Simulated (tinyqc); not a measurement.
Trap density from two Hall measurements.

Problem. p-type body, charge-sheet picture, full ionisation (an idealisation for deep acceptors), Boltzmann statistics for free electrons. e = Ec - EF at the surface. psi = Eg - Vt ln(Nv/Na) - e; N_dep = sqrt(2 eps0 eps_r Na (psi - Vt)/q); n_f = sqrt(N_dep^2 + 2 eps0 eps_r Vt Nc exp(-e/Vt)/q) - N_dep; Vg = Vfb + psi + q (N_dep + n_t + n_f)/Cox, Cox = eps0 eox/tox. Find e and n_t at both points and the mean trap density between them.

Parameters, values chosen for the exercise; band and dielectric values close to those of 4H silicon carbide: temperature T = 300 K; band gap Eg = 3.24 eV; relative permittivity eps_r = 9.68; conduction-band density of states at T Nc = 1.7e19 cm^-3; valence-band density of states at T Nv = 2.47e19 cm^-3; relative permittivity of the insulator eox = 3.9; insulator thickness tox = 31 nm; acceptor density Na = 3.5e15 cm^-3; flat-band voltage without trapped charge Vfb = -2.3 V.

Constants: q = 1.602176634e-19 C, kB = 1.380649e-23 J/K, Vt = kB T/q, eps0 = 8.8541878128e-14 F/cm where lengths are in cm. Results are converted to the units shown.

Vg (V): 1.3703784  2.3364382
free sheet density from the Hall effect (cm^-2): 1.3086307e9  1.0978350e11

Solution. Each n_f fixes e; what the gate voltage holds beyond psi, N_dep and n_f is trapped; the difference quotient is the density, smeared over a few Vt.

e (eV): 0.2230  0.1040
n_t (cm^-2): 2.906e11  7.642e11
mean trap density = 3.980e12 cm^-2 eV^-1

tinyqc, about 0.02 s, one thread, Intel Xeon 2.30GHz (shared host): `OMP_NUM_THREADS=1 python tinyqc.py 2222141 2222142 out.jsonl`
